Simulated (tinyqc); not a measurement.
Inside a calculation. Method: one-electron ion in a basis of Gaussians. Computed by tinyqc, a small Python program that keeps every step. Settings: Z = 2, l = 0. Command: `OMP_NUM_THREADS=1 python tinyqc.py 22642 22643 out.jsonl` (the two numbers bound the seeds that draw the settings). One thread of a shared host (Intel(R) Xeon(R) Processor @ 2.60GHz), about 0.01 s of CPU time with the checks.

## Matrices over normalised Gaussians

exponents of r^l exp(-a r^2) (1/bohr^2): 0.458700  0.767600

Z = 2

l = 0

With p = a_i + a_j and I(k) = Gamma((k+1)/2) / (2 p^((k+1)/2)): S = I(2l+2), T = (2l+3) a_i a_j S / p, V = -Z I(2l+1), each divided by sqrt(S_ii S_jj).

S:
```
          1         2
1  1.000000  0.952024
2  0.952024  1.000000
```

T (hartree):
```
          1         2
1  0.688050  0.820042
2  0.820042  1.151400
```

V (hartree):
```
           1          2
1  -2.161546  -2.379201
2  -2.379201  -2.796196
```

## Generalised eigenproblem

H = T + V (hartree):
```
           1          2
1  -1.473496  -1.559159
2  -1.559159  -1.644796
```

Solve H C = S C e through S^(-1/2); each column has its largest component positive (the first on a tie).

eigenvalues of S: 0.047976  1.952024

eigenvalues (hartree): -1.645081  0.047890

coefficients:
```
           1          2
1  -0.042419   3.267433
2   1.040299  -3.097692
```

For Z = 2 and l = 0 the exact lowest level is -Z^2/(2 n^2) with n = l + 1: -2.000000 hartree.
